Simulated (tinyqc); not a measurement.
Worked calculation: round or elliptic silicon nanowire with anisotropic valleys (Ritz method). Values are carried at full precision from step to step, so a last printed digit may differ when a step is redone from the rounded ones.

Wire along x = [100] on a (001) wafer, y = [010], z = [001]. Valley groups, two valleys each (w = inverse masses): A, axis along z: w_y = 1/mt, w_z = 1/ml, m_x = mt; B, axis along y: w_y = 1/ml, w_z = 1/mt, m_x = mt; C, axis along x: w_y = w_z = 1/mt, m_x = ml.

Constants: hbar^2/2m0 = 3.80998211 eV angstrom^2; kB = 8.617333262e-05 eV/K.

Parameters, chosen for this exercise (near those of a Si nanowire; shifted at random, so the results belong to these values and not to a real crystal): ml = 0.922 m0 (longitudinal mass); mt = 0.189 m0 (transverse mass); a = 28 angstrom (semi-axis along y); b = 16 angstrom (semi-axis along z); group = A (valley group worked out); T = 77 K (temperature).

## Stretching the ellipse

Scaling y by 1/sqrt(w_y) and z by 1/sqrt(w_z) makes the mass 1 and the semi-axes A = a/sqrt(w_y), B = b/sqrt(w_z). List them with the one-function estimate 3c (1/A^2 + 1/B^2) and the slender limit c (pi/2s)^2 (1 + 2s/(pi l)), s and l the smaller and larger of A, B; c = hbar^2/2m0.

Groups:
```
group  g      A      B  axis ratio  one function (eV)  slender limit (eV)
A      2  12.17  15.36       1.262             0.1256              0.0954
B      2  26.89   6.96       3.865             0.2520              0.2263
C      2  12.17   6.96       1.750             0.3134              0.2650
```

The one-function value suits axis ratios near 1 and the slender limit ratios well above 2.

## Matrices of three even functions

Hard wall on the ellipse (y/a)^2 + (z/b)^2 = 1, c = hbar^2/2m0. With u = y/a, v = z/b the operator is -c [(w_y/a^2) d2/du2 + (w_z/b^2) d2/dv2] on the unit disc. Basis (1 - u^2 - v^2) u^i v^j; S, X and Y are the disc integrals of f f', (df/du)(df'/du) and (df/dv)(df'/dv), from the integral of u^p v^q = 2 Gamma((p+1)/2) Gamma((q+1)/2)/((p + q + 2) Gamma((p+q+2)/2)) for even p, q; H = c (w_y X/a^2 + w_z Y/b^2).

Basis 1, u^2, v^2 times (1 - u^2 - v^2); form S and H for the chosen group.

S, lower triangle:
```
            1       u^2       v^2
1    1.047198
u^2  0.130900  0.039270
v^2  0.130900  0.013090  0.039270
```

H (meV), lower triangle:
```
            1      u^2      v^2
1    131.4893
u^2   21.9149  21.6811
v^2   21.9149   2.7394  16.6699
```

## Lowest level in this basis

Solve H p = E S p for the wire level; give E, the ratios p2/p1 and p3/p1, and H11/S11.

E = 120.9 meV

ratios: -0.33  -0.48

one function = 125.6 meV

The two added functions lower the level by 4.7 meV (3.7 %), mostly by narrowing the state along v, the direction in which the stretched ellipse is long.

## Subbands

Converged values use 21 functions of each parity class (e or o in u, then in v).

The nine lowest levels of all groups and parity classes.

Subbands:
```
group, parity  g  m_x (m0)  E (eV)
A ee           2    0.1890  0.1208
B ee           2    0.1890  0.2314
A eo           2    0.1890  0.2715
C ee           2    0.9220  0.2995
B oe           2    0.1890  0.3149
A oe           2    0.1890  0.3417
B ee           2    0.1890  0.4176
A ee           2    0.1890  0.4902
B oe           2    0.1890  0.5409
```

At 77 K and without degeneracy the populations go as g sqrt(m_x) exp(-E/kB T): among these nine the lowest level holds 100 % and the light transport mass mt 100 % of the electrons. Levels above about 0.3 eV lie beyond parabolic valleys and hard walls.

## Checks

- Circle of radius a with both masses mt against c (2.404826/R)^2/m, eV: both 0.1487.

Computed by tinyqc, a small Python program: `OMP_NUM_THREADS=1 python tinyqc.py 1252595 1252596 out.jsonl` (the numbers bound the seed that draws the inputs); one thread of a shared host (Intel(R) Xeon(R) Processor @ 2.30GHz), about 0.04 s for the whole set of steps.
